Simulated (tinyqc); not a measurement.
Deep-level transient spectroscopy (DLTS) of one majority-carrier trap: one step, computed by the program tinyqc. Command: `OMP_NUM_THREADS=1 python tinyqc.py 3011992 3011993 out.jsonl dlts walk`. One thread of a shared host (Intel(R) Xeon(R) Processor @ 2.30GHz), about 0.06 s of CPU time with the checks.

A filling pulse loads the traps in a one-sided junction; under reverse bias they empty at the rate e, and the capacitance relaxes as C(t) = C_0 - dC exp(-e t). The signal is S = [C(t_2) - C(t_1)]/dC.

Problem. Peak temperature and width. e = g sigma v N_b exp(-E/k_B T), v = sqrt(3 k_B T/m), N_b = 2 M (2 pi m k_B T/h^2)^(3/2), sigma = sigma_0, E = E_t - dE with the one-dimensional Poole-Frenkel lowering dE = sqrt(e^3 F/(pi eps eps_0)), F being held as an input apart from the bias (the centre is charged when empty). S(e) = exp(-e t_1) - exp(-e t_2) peaks at the rate window e_0 = ln(t_2/t_1)/(t_2 - t_1). T_p solves e(T) = e_0 (bisection between 15 and 1500 K); the half-height points solve S = S_max/2 on either side.

Inputs (values chosen for the exercise, with mass and screening modelled on CdS):
```
quantity                   value  unit
density-of-states mass m   0.192   m_0
valleys M                      1     -
trap depth E_t             0.616    eV
cross-section sigma_0      4e-17  cm^2
degeneracy ratio g             2     -
gate time t_1             0.0003     s
ratio t_2/t_1                2.5     -
temperature T                369     K
dielectric constant eps      8.7     -
mean field F               19000  V/cm
```

Carriers: electrons. Extra term: Poole-Frenkel lowering.

rate window e_0 = 2036.202 1/s

peak height S_max = 0.3257301

Constants: k_B = 8.617333262e-05 eV/K; k_B = 1.380649e-23 J/K; m_0 = 9.1093837015e-31 kg; h = 6.62607015e-34 J s; e = 1.602176634e-19 C; eps_0 = 8.8541878128e-12 F/m.

Give: peak temperature T_p; lower half-height point; upper half-height point; full width.

Solution.

peak temperature T_p = 438.4 K

lower half-height point = 403.6 K

upper half-height point = 466.4 K

full width = 62.72 K

The width is 14.3 % of T_p, and E_t is 16.3 k_B T_p.
